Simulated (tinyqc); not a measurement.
Threshold-voltage variability of a planar MOSFET, analytic estimates: one step of the calculation.

Three independent sources add in quadrature: random dopants in the depleted layer, metal-gate grains of two orientations, and roughness of the two gate edges acting through the roll-off VT = VT(long) - Vr exp(-L/l). These are first-order estimates: no three-dimensional electrostatics, no percolation.

Task. Random dopants. ni = sqrt(Nc Nv) exp(-Eg/(2 Vt)), Eg in volts; Cox = 3.9 eps0/ti; Wd = sqrt(4 eps0 eps_r Vt ln(Na/ni)/(q Na)); dopants: s1 = (q/Cox) sqrt(Na Wd/(3 L W)). The slope A1 = s1 sqrt(L W); mean number of dopants Na L W Wd.

Inputs (values chosen for the exercise); material values close to those of silicon:
- T = 273 K (temperature)
- Eg = 1.12 eV (band gap)
- eps_r = 11.9 (relative permittivity of the semiconductor)
- Nc = 2.46e19 cm^-3 (conduction-band density of states at T)
- Nv = 2.27e19 cm^-3 (valence-band density of states at T)
- Na = 1.5e18 cm^-3 (channel doping)
- ti = 1 nm (oxide-equivalent thickness in inversion)
- L = 45 nm (gate length)
- W = 220 nm (gate width)

Constants: q = 1.602176634e-19 C, kB = 1.380649e-23 J/K, Vt = kB T/q, eps0 = 8.8541878128e-14 F/cm where lengths are in cm. Results are converted to the units shown.

Give: Cox; Wd; mean number of dopants; A1; s1.

Result.

Cox = 3.453 uF/cm^2
Wd = 29.47 nm
mean number of dopants = 437.6
A1 = 0.5632 mV um
s1 = 5.660 mV

Counting alone, 1/sqrt(N) of the depletion voltage q Na Wd/Cox = 205 mV, would give sqrt(3) times more: dopants deep in the layer act less on the surface.

tinyqc, about 0.01 s, one thread, Intel Xeon 2.30GHz (shared host): `OMP_NUM_THREADS=1 python tinyqc.py 2090114 2090115 out.jsonl`
